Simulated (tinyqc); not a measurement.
# Contact resistivity and sheet resistance from two contact lengths

Question. Rc = [sqrt(rc Rsh)/Wc] coth(Lc/(2 LT)), LT = sqrt(rc/Rsh), Wc = 50 nm; the second contact is twice as long as the first. Find LT, rc and Rsh.

Rc for Lc = 25 and 50 nm (ohm): 196.090887  125.719686

Solution. With t = tanh(Lc/(2 LT)) for the shorter contact, the resistance of the longer over that of the shorter is (1 + t^2)/2. Then sqrt(rc Rsh) = Rc t Wc, and rc and Rsh follow by multiplying and dividing by LT.

LT = 21.12 nm
rc = 1.100e-9 ohm cm^2
Rsh = 246.7 ohm

Numbers from tinyqc (`OMP_NUM_THREADS=1 python tinyqc.py 2170012 2170013 out.jsonl`; about 0.07 s on one thread of a shared Intel Xeon 2.30GHz).
